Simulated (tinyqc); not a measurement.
Valley-orbit splitting of a donor ground state, with strain: one step, computed by the program tinyqc. Command: `OMP_NUM_THREADS=1 python tinyqc.py 3018312 3018313 out.jsonl valleyorbit walk`. One thread of a shared host (Intel(R) Xeon(R) Processor @ 2.30GHz), about 0.01 s of CPU time with the checks.

The basis is the 1s envelope in each valley; energies are counted from the unstrained conduction-band edge. The strain is e_s (a a^T - 1/3) for the unit stress axis a, so valley j along n_j moves by Xi_u e_s w_j with w_j = (n_j.a)^2 - 1/3: +1/6 for x and y, -1/3 for z. The splitting at the zone boundary that a [110] shear adds for <100> valleys is left out.

Task: Populations and ionisation. H_jj = -(E_0 + Lambda) + Xi_u e_s w_j; H_jk = -Delta_2 between opposite valleys and -Delta_1 between perpendicular ones. z = sum over levels of exp(-(E - E_ground)/k_B T), the ground-state share being 1/z; N_c = 2 (2 pi m_e k_B T/h^2)^(3/2) sum_j exp(-(shift_j - lowest shift)/k_B T); n1 = N_c/(2 z) exp(-binding/k_B T), binding = lowest shift - E_ground; without compensation n = 2 N_D/(1 + sqrt(1 + 4 N_D/n1)) (Boltzmann statistics; p and higher states left out).

Inputs (values chosen for the exercise, modelled on donors in silicon):
```
quantity                                     value   unit
single-valley binding energy E_0              32.3    meV
central-cell shift Lambda                     3.46    meV
coupling Delta_1                              3.77    meV
coupling Delta_2                              2.89    meV
shear deformation potential Xi_u              8.28     eV
shear strain e_s                          -3.1e-05      -
temperature T                                   10      K
donor density N_D                          2.9e+14  cm^-3
density-of-states mass of one valley m_e     0.326    m_0
```

Valleys: six along <100>. Stress axis: [110].

Constants: k_B = 8.617333262e-05 eV/K; m_0 = 9.1093837015e-31 kg; k_B = 1.380649e-23 J/K; h = 6.62607015e-34 J s.

Give: partition sum z; share of neutral donors in the ground state; N_c; n1; free electrons n.

Result:

partition sum z = 1.000

share of neutral donors in the ground state = 1.0000

N_c = 1.627e+17 cm^-3

n1 = 7.130e-11 cm^-3

free electrons n = 143.8 cm^-3
